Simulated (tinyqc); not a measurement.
Non-radiative capture by multiphonon emission, one effective mode. Changing the temperature T. Computed by tinyqc, a small Python program. Command: `OMP_NUM_THREADS=1 python tinyqc.py 3001056 3001057 out.jsonl capture sweep`. One thread of a shared host (Intel(R) Xeon(R) Processor @ 2.30GHz), about 0.03 s of CPU time with the checks.

The initial state (free carrier plus empty centre) lies dE above the final state; both have the same frequency and are displaced by dQ.

Inputs (values chosen for the exercise, for a model semiconductor):
```
quantity,value,unit
energy released dE,0.654,eV
phonon energy hbar omega,29.9,meV
Huang-Rhys factor S,5.49,-
electron-phonon coupling W,0.022,eV/(u^(1/2) angstrom)
cell volume V,1210,angstrom^3
degeneracy g,2,-
broadening b,21,meV
carrier mass m,0.584,m_0
dielectric constant eps,9.41,-
defect density N_t,7e+15,cm^-3
```

Centre: attractive.

Constants: hbar^2/u = 4.18015928e-03 eV angstrom^2; k_B = 8.617333262e-05 eV/K; hbar = 6.582119569e-16 eV s; Ry = 13.605693123 eV; k_B = 1.380649e-23 J/K; m_0 = 9.1093837015e-31 kg.

Method:
- dQ = sqrt(2 S (hbar^2/u)/hbar omega); relaxation energy lambda = S hbar omega; phonons needed P = dE/hbar omega; classical barrier E_b = (dE - lambda)^2/(4 lambda); occupation n = 1/(exp(hbar omega/k_B T) - 1).
- Huang-Rhys weight for a net emission of p phonons: L_p = exp(-S (2n + 1)) ((n + 1)/n)^(p/2) I_p(2 S sqrt(n (n + 1))), I_p the modified Bessel function.
- M_p = sum_m w_m <m_i|Q|(m + p)_f>^2 with Q counted from the final minimum and Boltzmann weights w_m for m = 0..24; <m_i|Q|k_f> = sqrt((hbar^2/u)/(2 hbar omega)) [sqrt(k) <m|k-1> + sqrt(k+1) <m|k+1>], with overlaps of oscillators displaced by d = sqrt(2 S) summed on 1500 points from -16 to 16 + d.
- The delta function is a Gaussian of standard deviation b at dE - p hbar omega.
- C_0 = V (2 pi/hbar) g W^2 sum_p M_p Gaussian_p. The sum runs over the seven p from round(P) - 3 to round(P) + 3; 1 angstrom^3 = 1e-24 cm^3.
- Sommerfeld factor of an attractive centre: s(k) = 2 pi nu/(1 - exp(-2 pi nu)), nu = sqrt(Ry*/E), Ry* = Ry m/eps^2, averaged over (2/sqrt(pi)) sqrt(x) exp(-x) dx with x = E/k_B T = t^2 (trapezoid, t to 6 in steps of 0.01).
- C = s C_0; v = sqrt(3 k_B T/m); sigma = C/v; tau = 1/(C N_t).

One run for each value:
```
temperature T (K),capture coefficient C (cm^3/s),C_0 (cm^3/s),Sommerfeld factor s,cross-section sigma (cm^2)
60,1.3541e-11,4.5847e-13,29.535,1.9812e-18
83,1.3274e-11,5.2860e-13,25.112,1.6513e-18
120,1.7732e-11,8.4904e-13,20.885,1.8345e-18
160,3.1186e-11,1.7242e-12,18.087,2.7941e-18
220,8.3615e-11,5.4205e-12,15.426,6.3888e-18
310,3.3222e-10,2.5561e-11,12.997,2.1384e-17
430,1.4048e-09,1.2725e-10,11.040,7.6775e-17
600,5.6965e-09,6.0898e-10,9.354,2.6356e-16
```

Over the rows, capture coefficient C (cm^3/s) goes from 1.35e-11 through a minimum among these rows, 1.33e-11 at 83.0, to 5.70e-9; C_0 (cm^3/s) rises from 4.58e-13 to 6.09e-10 (exponent d ln y / d ln x 0.44 between the first rows and 4.7 between the last); Sommerfeld factor s falls from 29.5 to 9.35 (exponent d ln y / d ln x about -0.50 throughout). The exponent of Sommerfeld factor s stays at -0.50: the attractive limit s = 4 sqrt(pi Ry*/k_B T). The classical barrier (dE - S hbar omega)^2/(4 S hbar omega) is 0.365 eV and hbar omega/k_B is 347 K; well below that temperature C_0 is the tunnelling rate from the lowest level.

Caution (rows 60.0, 83.0, 120, 160, 220, 310, 430): the largest term is not the one nearest energy conservation, so C_0 depends strongly on the broadening b. Caution (all rows): the effective Bohr radius is under 10 angstrom, so the effective-mass Sommerfeld factor is rough.

Extremes, crossings and ranges named in words are read from the listed rows.
